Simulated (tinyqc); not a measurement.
MOS capacitor with interface traps: C-V stretch-out, conductance peak and subthreshold swing: one step, computed by the program tinyqc.

Energies at the interface are counted from the valence band. psi > 0 means bending towards depletion, so the surface potential is +psi. Boltzmann statistics, full ionisation, no quantum confinement. Traps are neutral when filled up to E_n, with a sharp (zero-temperature) occupation.

Question. Substrate and insulator. N_c = 2 M_c (2 pi m_e k_B T/h^2)^(3/2) and N_v = 2 (2 pi m_h k_B T/h^2)^(3/2), masses in units of m_0. n_i = sqrt(N_c N_v) exp(-E_g/2 k_B T); E_F = k_B T ln(N_v/N); phi_B = (k_B T/e) ln(N/n_i); L_D = sqrt(eps_s eps_0 k_B T/(e^2 N)); C_ox = eps_ox eps_0/t_ox.

Inputs (values chosen for the exercise, modelled on GaAs, with an insulator like Si3N4):
```
quantity                     value   unit
gap E_g                       1.43     eV
electron mass m_e           0.0689    m_0
valleys M_c                      1      -
hole mass m_h                0.526    m_0
dielectric constant eps_s       13      -
doping N                   2.6e+15  cm^-3
insulator constant eps_ox     7.19      -
insulator thickness t_ox        55     nm
temperature T                  200      K
```

Substrate: p-type. Trap spectrum: flat.

Constants: m_0 = 9.1093837015e-31 kg; k_B = 1.380649e-23 J/K; h = 6.62607015e-34 J s; k_B = 8.617333262e-05 eV/K; eps_0 = 8.8541878128e-12 F/m; e = 1.602176634e-19 C.

Give: k_B T; n_i; bulk E_F; phi_B; Debye length L_D; C_ox; effective density of states of the majority band.

Answer.

k_B T = 0.01723 eV

n_i = 1.091 cm^-3

bulk E_F = 0.1310 eV

phi_B = 0.6102 V

Debye length L_D = 69.01 nm

C_ox = 0.1157 microF/cm^2

effective density of states of the majority band = 5.211e+18 cm^-3
